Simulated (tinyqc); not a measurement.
A ladder of methods, and size consistency: correlation methods against full CI in the sto-6g basis, for BeH2, spin multiplicity 1. Computed by the program tinyqc with PySCF. All electrons correlated; +Q is the Davidson correction (1 - c0^2) E_corr. The last columns treat two copies 100 angstrom apart as one system. FCI is the lowest singlet.

Geometry (angstrom):

| atom | x | y | z |
|---|---|---|---|
| Be | 0.0000 | 0.0000 | 0.0000 |
| H | 0.0000 | 1.5440 | 0.0280 |
| H | 0.0000 | -1.5440 | 0.0280 |

RHF energy of one = -15.683224 hartree

Correlation energies (hartree):

| method | E_corr of one | share of FCI (%) | E_corr of two at 100 angstrom | two minus twice one (mhartree) |
|---|---|---|---|---|
| MP2 | -0.02954 | 62.922 | -0.05908 | 0.000 |
| CISD | -0.04552 | 96.958 | -0.08762 | 3.424 |
| CISD+Q | -0.04737 | 100.902 | -0.09396 | 0.786 |
| CCSD | -0.04630 | 98.610 | -0.09259 | 0.000 |
| CCSD(T) | -0.04663 | 99.324 | -0.09326 | 0.000 |
| FCI | -0.04695 | 100.000 | - | - |

What does the comparison show, and why?

MP2 recovers 63 %, CISD 97.0 % and CCSD 98.6 % of the FCI value (c0^2 = 0.959 in CISD). MP2 and coupled cluster are size consistent, so their last column vanishes; CISD loses 3.42 mhartree, since a double excitation on each copy is a quadruple of the pair, and the Davidson correction leaves +0.79.
